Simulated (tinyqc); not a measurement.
# Lossy interposer transmission line with skin effect, step by step

Computed by the program tinyqc: `OMP_NUM_THREADS=1 python tinyqc.py 2810185 2810186 out.jsonl`, one thread of a shared Intel Xeon 2.30GHz, about 0.01 s for the whole run. Printed values are rounded.

A uniform line in a homogeneous dielectric: c = sqrt(er)/(c0 Z0), l = Z0 sqrt(er)/c0 (c0 = 299792458 m/s), g = w c td, w = 2 pi f. The resistance joins its limits as r = sqrt(r_dc^2 + r_hf^2), with r_dc = rho/(wd th), r_hf = kr rho/(2 delta (wd + th)), delta = sqrt(rho/(pi f mu0)), mu0 = 4 pi 1e-7 H/m; this is an interpolation, and internal inductance, up to 0.05 nH/mm at low frequency, is neglected.

Parameters, values chosen for the exercise:
- wd = 7.8 um (width of the strip)
- th = 0.8 um (thickness of the strip)
- rho = 1.8 uohm cm (resistivity)
- er = 3.9 (relative permittivity)
- td = 0 (loss tangent)
- Z0 = 50 ohm (lossless impedance sqrt(l/c))
- kr = 1.2 (factor for crowding and the return path)
- len = 7.9 mm (length)
- Rg = 25 ohm (source resistance)
- RL = 1000 ohm (load resistance)
- CL = 20 fF (load capacitance)
- f = 0.29 GHz (frequency)

## Line constants

delta, r_dc, r_hf, r, l, c and g as defined.

delta = 3.96513 um
r_dc = 2.88462 ohm/mm
r_hf = 0.316714 ohm/mm
r = 2.90195 ohm/mm
l = 0.329368 nH/mm
c = 131.747 pF/m
g = 0 S/m

r is 1.01 times r_dc; the skin depth is 4.96 of the thickness.

## Propagation constant and impedance

gamma = sqrt((r + i w l)(g + i w c)) = alpha + i beta, Zc = sqrt((r + i w l)/(g + i w c)), roots with positive real part; loss 8.685889638 alpha in dB; phase velocity w/beta.

gamma len = 0.133052+0.163384i
Zc = 86.1518-70.1579i ohm
loss = 0.146288 dB/mm
phase velocity over c0 = 0.293882
r/(w l) = 4.83538

r exceeds w l, so the line behaves mainly as an RC line at this frequency.

## Reflection, input impedance and transfer

ZL = 1/(1/RL + i w CL); reflection (ZL - Zc)/(ZL + Zc); Zin = Zc (ZL + Zc tanh(gamma len))/(Zc + ZL tanh(gamma len)); H = V_load/V_source = [Zin/(Zin + Rg)]/[cosh(gamma len) + (Zc/ZL) sinh(gamma len)].

ZL = 998.674-36.394i ohm
reflection at the load = 0.830104+0.112657i
Zin = 220.551-410.829i ohm
H = 0.954014-0.069750i
|H| = -0.385752 dB
